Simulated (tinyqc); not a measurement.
Schottky barrier with interface states (Cowley-Sze model), image lowering and contact resistance: one step, computed by the program tinyqc.

An n-type semiconductor under a metal. The barrier lies between the Schottky-Mott limit phi_M - chi and the Bardeen limit E_g - E_n, E_n being the neutrality level of the interface states; the space-charge term of the full Cowley-Sze expression is left out.

Question. Pinning factor and barrier. S = 1/(1 + 0.1 (eps_opt - 1)^2), an empirical relation for metal-induced gap states. phi_B = S (phi_M - chi) + (1 - S)(E_g - E_n); the hole barrier is E_g - phi_B.

Inputs (values chosen for the exercise, for a model semiconductor): gap E_g = 3.07 eV; electron affinity chi = 4.14 eV; metal work function phi_M = 4.41 eV; neutrality level E_n above the valence band = 1.08 eV; optical dielectric constant eps_opt = 4.36.

Pinning factor from: Moench relation.

Give: pinning factor S; Schottky-Mott barrier; Bardeen barrier; barrier phi_B; hole barrier.

Answer.

pinning factor S = 0.4697

Schottky-Mott barrier = 0.27 eV

Bardeen barrier = 1.99 eV

barrier phi_B = 1.182 eV

hole barrier = 1.888 eV

The contact is partly pinned.
